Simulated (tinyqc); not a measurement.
Kinetic Monte Carlo and master equation for a particle on a ring of sites with traps and bias: one step, computed by the program tinyqc.

7 sites on a ring, numbered 1 to 7. The saddle between i and i+1 lies at E0 + s b_i and site i at s eps_i; a force F tilts the landscape, with the saddle half-way.

Task: Steady state. Master equation dP/dt = W P, W_(i+1,i) = k right, W_(i-1,i) = k left, columns summing to zero. The steady state is its null vector; drift v = a sum P_i (k right - k left). D = a^2 lambda''(0)/2, where lambda(q) is the leading eigenvalue of W with right hops weighted by exp(q) and left hops by exp(-q). The slowest relaxation rate is minus the real part of the next eigenvalue of W. 1 angstrom = 1e-8 cm.

Inputs (values chosen for the exercise, for a model defect): temperature T = 790 K; site spacing a = 2 angstrom.

Disorder: random barriers.

Rates, shares of right hops and mean stays:
```
site  k right (1/s)  k left (1/s)  share right  mean stay (s)
1      1.730208e+08  1.109528e+07    0.9397376   5.431357e-09
2      5.055909e+08  4.612606e+07    0.9163954   1.812523e-09
3      6.008647e+07  1.347868e+08    0.3083361   5.131540e-09
4      9.756613e+07  1.601861e+07    0.8589722   8.804000e-09
5      2.355413e+08  2.601041e+07    0.9005535   3.823336e-09
6      3.867165e+07  6.279356e+07    0.3811321   9.855595e-09
7      4.161885e+07  1.030958e+07    0.8014657   1.925728e-08
```

Constants: k_B = 8.617333262e-05 eV/K.

Give: occupations P_i; drift velocity v; diffusivity D; slowest relaxation rate.

Result:

occupations P_i: [0.0640, 0.0610, 0.1677, 0.1133, 0.1073, 0.2711, 0.2156]

drift velocity v = 1.157 cm/s

diffusivity D = 2.520e-08 cm^2/s

slowest relaxation rate = 4.678e+07 1/s
